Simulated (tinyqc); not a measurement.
Inside a calculation: band-to-band tunnelling across a p-n junction in a two-band chain. Values are carried at full precision from step to step, so a last printed digit may differ when a step is redone from the rounded ones.

Sites alternate A at -Eg/2 and C at +Eg/2 with hopping -t; near the edges, with k counted from the zone boundary pi/a, E^2 = (Eg/2)^2 + (t a k)^2, so t = sqrt(c Eg/m)/a gives the mass m, c = hbar^2/2m0. In the gap cosh(q a) = 1 + (Eg^2/4 - e^2)/(2 t^2), e the energy from the local mid-gap. The potential is V0 = Eg + ov on the p side (left), 0 on the n side, and falls linearly over the 2N sites of the junction, V_j = V0 (1 - j/(2N + 1)), j = 1 to 2N, site 1 being A. E = Eg/2 + x ov. A half chain that ends on a site of level e1 with neighbour e2 has g = (1 + z)/(E - e1), z = exp(-/+ i k a) the root with Im g < 0, cos(k a) = (E - e1)(E - e2)/(2 t^2) - 1. S_L = t^2 g (ending on C, shifted by V0), S_R = t^2 g (starting on A). T = 4 Im(S_L) Im(S_R) |G_(1,2N)|^2.

Constants: hbar^2/2m0 = 3.80998211 eV angstrom^2.

Parameters, chosen for this exercise (gap and mass near those of Ge (direct gap); the results hold for these values, not for the real material): Eg = 0.781 eV (gap); m = 0.0402 m0 (mass of electron and light hole); a = 4 angstrom (period (two sites)); ov = 0.29 eV (overlap: top of the valence band on the p side above the conduction edge on the n side); N = 5 (periods in the small junction); x = 0.79 (energy above the n-side conduction edge, as a share of ov).

## Hopping, field and tunnelling length

Form t, V0, E, the field F = V0/((2N + 1) a/2) (1 V/angstrom = 100 MV/cm) and the length Eg/F over which E lies in the gap.

t = 2.1509 eV
V0 = 1.0710 eV
E = 0.6196 eV
F = 4.868 MV/cm
tunnelling length = 16.04 angstrom

So short a junction keeps the matrix small; its field is above the 1 to 3 MV/cm of tunnel diodes.

## Self-energies of the two sides

Form cos(k a) and S for each side.

cos(k a): left -0.994459, right -0.974989

S_L, S_R (eV): -0.03045-0.57768i  0.11455-1.01792i

## Recursive Green function

g_1 = 1/(E - e_1 - S_L); g_j = 1/(E - e_j - t^2 g_(j-1)), with S_R also subtracted at the last site; G_1j = G_1(j-1) (-t) g_j, G_11 = g_1; e_j is the site level plus V_j. The self-energies stand in the order S_L, S_R.

Sweep:
```
j   e_j (eV)       g_j (1/eV)      G_1j (1/eV)
1     0.5831   0.1979-1.7081i   0.1979-1.7081i
2     1.2668  -0.0241-0.1218i   0.4577-0.0366i
3     0.3884   0.7879-1.2958i  -0.6735+1.3377i
4     1.0720  -0.0777-0.1137i  -0.4397+0.0589i
5     0.1937   0.8790-0.5886i   0.7567-0.6680i
6     0.8773  -0.1656-0.1043i   0.4194-0.0682i
7    -0.0010   0.6433-0.2238i  -0.5474+0.2962i
8     0.6826  -0.2948-0.1004i  -0.4111+0.0696i
9    -0.1958   0.4389-0.0936i   0.3741-0.1484i
10    0.4879  -0.3269-0.2356i   0.3383+0.0852i
```

T = 0.2862

## WKB for the same field

T = exp(-2 I/F), I = integral of q de across the gap. Continuum: q = sqrt(Eg^2/4 - e^2)/(t a), I = pi Eg^2/(8 t a). Lattice: q from the cosh formula, 12 Gauss-Legendre points in u with e = (Eg/2) sin(u), u from -pi/2 to pi/2. F in V/angstrom is the value in MV/cm over 100.

I (eV/angstrom): continuum 0.027841, lattice 0.027813

T by WKB: continuum 0.3186, lattice 0.3190

The chain gives 0.2862, 0.897 times the lattice WKB value; the exponent is only 1.14, and reflections at the two kinks of the potential count.

## Checks

- G_(1,2N) from the sweep against inversion of the whole matrix (size): both 0.34885.

(tinyqc, `OMP_NUM_THREADS=1 python tinyqc.py 1451156 1451157 out.jsonl`, Intel(R) Xeon(R) Processor @ 2.30GHz, 1 thread, shared host, about 0.01 s.)
